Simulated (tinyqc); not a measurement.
MOSFET in saturation, small-signal circuit and noise: effect of the temperature on speed and noise.

Bias by the inversion coefficient IC = I/Ispec (charge-based model with velocity saturation; weak inversion below 0.1, strong above 10). Common-source circuit: gm, gds, Cgs, Cgd and Cj at the inner nodes, Rg in series with the gate; quasi-static, no source or drain resistance, no gate-body capacitance, no substrate network, no induced gate noise, so fmax is an upper estimate.

Ispec = 2 n mu Cox (W/L) Vt^2, lc = Ls/L, gms = [sqrt((lc IC + 1)^2 + 4 IC) - 1]/[2 + lc (lc IC + 1)], gm = gms Ispec/(n Vt), gds = sg gm. qs = [sqrt(1 + 4 IC) - 1]/2, Cgs = Cox W L qs (2 qs + 3)/(3 (qs + 1)^2) + Cov W, Cgd = Cov W, Cd = Cj W, Rg = Rsh (Wf/L)/(12 Nf) + Rc/W with Nf = W/Wf fingers (not rounded) contacted at both ends. fT = gm/(2 pi (Cgs + Cgd)), fmax = fT/(2 sqrt(Rg (gds + 2 pi fT Cgd))). Channel noise Sid = 4 kB T gam n gm with gam = (1/2 + (2/3) qs)/(1 + qs) + gw lc IC, qs = [sqrt(1 + 4 IC) - 1]/2, lc = Ls/L (the last term an empirical rise with velocity saturation); at the gate, white noise Sw = Sid/gm^2 + 4 kB T Rg. Number fluctuation with correlated mobility: S(f) = K/f, K = q^2 Vt lt Nt/(W L Cox^2) (1 + ac mu Cox I/gm)^2, Vt in eV with Nt per eV. Corner fc = K/Sw. IC is held fixed, and so are mu, n, Ls and Nt.

Parameters, values chosen for the exercise: gate length L = 65 nm; total gate width W = 40 um; gate capacitance Cox = 2.12 uF/cm^2; mobility mu = 200 cm^2/(V s); slope factor n = 1.23; velocity-saturation length Ls = 15 nm; ratio gds/gm sg = 0.042; overlap and fringe capacitance per side Cov = 0.24 fF/um; drain junction capacitance Cj = 0.65 fF/um; sheet resistance of the gate Rsh = 15 ohm; finger width Wf = 4 um; gate contact and vertical resistance Rc = 50 ohm um; inversion coefficient IC = 2.8; short-channel excess of the noise factor gw = 0.05; oxide trap density Nt = 8.2e17 cm^-3 eV^-1; tunnelling length into the oxide lt = 0.1 nm; Coulomb scattering coefficient ac = 10000 V s/C.

Constants: q = 1.602176634e-19 C, kB = 1.380649e-23 J/K, Vt = kB T/q. Results are converted to the units shown.

The same in every row: Rg (ohm) = 8.942.

Results:
```
T (K)  I (uA)  fT (GHz)  fmax (GHz)  sqrt(Sw) (nV/Hz^0.5)  fc (MHz)
100     133.5     18.60       85.01                0.9339     21.92
150     300.3     27.90       104.1                0.9471     35.21
200     533.8     37.21       120.2                0.9600     50.09
250     834.1     46.51       134.4                0.9728     66.59
300      1201     55.81       147.2                0.9854     84.72
400      2135     74.41       170.0                 1.010     126.0
```

Estimate the missing row, T = 350 K.

Computed row:
```
T (K)  I (uA)  fT (GHz)  fmax (GHz)  sqrt(Sw) (nV/Hz^0.5)  fc (MHz)
350      1635     65.11       159.0                0.9978     104.5
```

With this row back in the table: As T goes from 100 to 400 K, fT rises from 18.6 to 74.4 GHz, fmax rises from 85.0 to 170 GHz, the white noise rises from 0.934 to 1.01 nV/Hz^0.5 and the corner rises from 21.9 to 126 MHz. At fixed IC and mobility the current goes as T^2 and gm as T, which is why fT rises; a real mobility would fall with T. At T = 100 K fmax exceeds 4 fT, where channel resistance and substrate losses, left out here, would cap it. For T = 100 to 150 K band tails and dopant freeze-out, left out here, change n and the noise.

Computed by the program tinyqc: `OMP_NUM_THREADS=1 python tinyqc.py 2150026 2150027 out.jsonl`, one thread of a shared Intel Xeon 2.30GHz, about 0.01 s for the whole run.
